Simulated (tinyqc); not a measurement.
## Depletion depth for a wanted scale length

Question. A single-gate structure has eps_r tan(pi ti/Lambda) + ei tan(pi ts/Lambda) = 0 for its lowest mode, with both thicknesses below Lambda. Find ts.

Inputs (values chosen for the exercise); permittivities: semiconductor made up, insulator close to that of hafnium oxide:

| symbol | value | unit | meaning |
|---|---|---|---|
| eps_r | 12.8 |  | relative permittivity of the semiconductor |
| ei | 21.2 |  | relative permittivity of the insulator |
| ti | 5.8 | nm | insulator thickness |

Lambda = 19.272482 nm

Solution. The condition is explicit in ts: an arctangent, taken between 0 and pi.

ts = 15.0 nm

Numbers from tinyqc (`OMP_NUM_THREADS=1 python tinyqc.py 2420015 2420016 out.jsonl`; about 0.01 s on one thread of a shared Intel Xeon 2.30GHz).
